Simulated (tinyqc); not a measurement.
The basis set: RHF and MP2 along a ladder of basis sets, for BeH2, spin multiplicity 1. Computed by the program tinyqc with PySCF. Same geometry throughout; the dipole is taken about the origin.

Geometry (angstrom):
```
atom       x        y       z
Be    0.0000   0.0000  0.0000
H     0.0000   1.2880  0.0000
H     0.0000  -1.3150  0.0000
```

RHF and frozen-core MP2 in a ladder of bases:
```
basis    functions  E(RHF) (hartree)  E(MP2 corr) (hartree)  HOMO (eV)  LUMO (eV)  dipole (debye)
sto-3g           7         -15.56110               -0.02227    -11.628      5.744        2.67e-03
3-21g           13         -15.67278               -0.02790    -12.308      2.246           0.044
6-31g           13         -15.75858               -0.02809    -12.276      2.464           0.048
6-31g**         24         -15.76598               -0.04880    -12.206      2.509           0.045
cc-pvdz         24         -15.76638               -0.05087    -12.255      1.931           0.044
cc-pvtz         58         -15.77075               -0.06072    -12.309      1.648           0.046
```

What does the comparison show, and why?

From cc-pVDZ to cc-pVTZ the RHF energy falls by 4.4 mhartree and the correlation energy by 9.9. If valence correlation converges as X^-3, (27 E(T) - 8 E(D))/19 gives -0.0649 hartree, a rough estimate from such small X that usually falls short; STO-3G holds about 34 % of it. Beyond STO-3G the LUMO moves by 0.9 eV and the HOMO by 0.1 eV.
